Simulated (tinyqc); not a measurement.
Worked calculation: solubility, supersaturation, precipitation and gettering of an impurity in a silicon-like host. Computed by tinyqc, a small Python program that keeps every step. Command: `OMP_NUM_THREADS=1 python tinyqc.py 3026289 3026290 out.jsonl ripen walk`. One thread of a shared host (Intel(R) Xeon(R) Processor @ 2.30GHz), about 0.01 s of CPU time with the checks. Intermediate numbers are printed to about 7 digits and carried at full precision; extremes and crossings named in words are read from the listed rows.

The wafer was saturated at T1 and is then held at T.

Inputs (values chosen for the exercise, modelled on iron in silicon):
```
quantity                                   value        unit
site density N0                            5e+22      1/cm^3
enthalpy of solution H                      2.93          eV
entropy of solution S                        8.5         k_B
diffusion prefactor D0                   0.00099      cm^2/s
migration energy Q                         0.656          eV
temperature of saturation T1                1275           K
anneal temperature T                         964           K
sink density n                           4.5e+08      1/cm^3
initial sink radius r0                       3.6          nm
impurity density in the precipitate C_p    2e+22      1/cm^3
interface energy gamma                      0.21       J/m^2
anneal time t                               1000           s
wafer thickness w                            775  micrometre
```

Gettering: relaxation gettering at sinks.

Constants: k_B = 8.617333262e-05 eV/K; k_B = 1.380649e-23 J/K.

## Solubility, diffusivity, supersaturation

C_eq(T) = N0 exp(S/k_B - H/(k_B T)); D(T) = D0 exp(-Q/(k_B T)); C0 = C_eq(T1). Supersaturation s = C0/C_eq(T); critical radius r* = 2 gamma/(C_p k_B T ln s); barrier W* = (4 pi/3) gamma r*^2. Strain energy is left out.

C0 = 6.439693e+14 1/cm^3

C_eq(T) = 1.181613e+11 1/cm^3

D(T) = 3.681939e-07 cm^2/s

supersaturation s = 5449.920

critical radius r* = 0.1833965 nm

W*/(k_B T) = 2.222950

Sinks of radius r0 are above r* and grow. The barrier is low enough for new nuclei to form. Caution: the barrier to homogeneous nucleation is below 35 k_B T for these inputs, so new precipitates would form and outnumber the fixed sinks assumed here. Caution: a critical radius of atomic size is outside the capillary model.

## Ham's law for sinks of fixed radius

tau0 = 1/(4 pi n r0 D); C_fixed(t) = C_eq + (C0 - C_eq) exp(-t/tau0). If all excess precipitates, the final radius is r_f = [r0^3 + 3 (C0 - C_eq)/(4 pi n C_p)]^(1/3), with tau_f = 1/(4 pi n r_f D).

tau0 = 1334.131 s

C_fixed(t) = 3.043884e+14 1/cm^3

final radius r_f = 25.77585 nm

tau_f = 186.3322 s

The sinks grow 7.2 times, so the fixed radius underrates the later rate.

## Growing precipitates

Growing sinks: with y = r/r_f and y0 = r0/r_f, dy/dt = (1 - y^3)/(3 tau_f y), which integrates to t/tau_f = F(y) - F(y0), F(y) = (1/2) ln[(1 + y + y^2)/(1 - y)^2] - sqrt(3) arctan[(2y + 1)/sqrt(3)]; the share of the excess left is (1 - y^3)/(1 - y0^3), and C(t) = C_eq + (C0 - C_eq) x share.

radius at t = 25.69411 nm

share of the excess left = 0.009509402

C(t) with growing sinks = 6.240801e+12 1/cm^3

99.0 % of the excess has precipitated.

## Denuded zone

Near a surface held at C_eq(T) the excess decays by out-diffusion over sqrt(D t) and by capture over L_s = sqrt(D tau_f) = (4 pi n r_f)^(-1/2); the shorter length sets the depth from which the surface draws.

sqrt(D t) = 191.8838 micrometre

capture length L_s = 82.82897 micrometre

L_s/w = 0.1068761

The sinks catch the impurity before it reaches a surface, except within L_s of it.

## The best anneal temperature for the time t

C_eq(T) = N0 exp(S/k_B - H/(k_B T)); D(T) = D0 exp(-Q/(k_B T)); C0 = C_eq(T1). r_f = [r0^3 + 3 (C0 - C_eq)/(4 pi n C_p)]^(1/3), tau_f = 1/(4 pi n r_f D).

Dissolved share after t:
```
T (K)       C_eq/C0     tau_f (s)    C(t)/C0
574    7.176470e-15  3.985193e+04  0.9958381
663    2.038379e-11  6.718475e+03  0.9626843
765    1.900763e-08  1.453433e+03  0.7278556
867    3.546758e-06  4.507764e+02  0.2064228
969    2.201153e-04  1.788945e+02  0.0078309
1071   6.222708e-03  8.482561e+01  0.0062381
1160   7.109243e-02  5.028402e+01  0.0710924
1224   3.291797e-01  3.975255e+01  0.3291797
```

The lowest dissolved share among these rows is 0.0062 at 1071 K. Above it solubility sets the floor; below it diffusion is too slow for this time. Solubility falls with H = 2.93 eV and diffusion with Q = 0.656 eV.

Checks made by the program: radius against numerical integration (relative difference below 1e-10).
